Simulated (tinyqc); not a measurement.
# Gain factor and gap resistance from two string resistances

Question. At small bit-line voltage each of the 96 cells has the resistance 1/(K x) at overdrive x (no mobility reduction) in series with a gap resistance Rg. Find K, Rg and the share of the gaps at the higher overdrive.

resistance of a string of 96 equal cells at overdrives of 4.2 and 7.8 V (kohm): 1176.1888  717.51706

Solution. The resistance per cell is a straight line in 1/x with slope 1/K and intercept Rg.

K = 23.00 uA/V^2
Rg = 1.900 kohm
share of the gaps = 25.42 %

Numbers from tinyqc (`OMP_NUM_THREADS=1 python tinyqc.py 2142142 2142143 out.jsonl`; about 0.7 s on one thread of a shared Intel Xeon 2.30GHz).
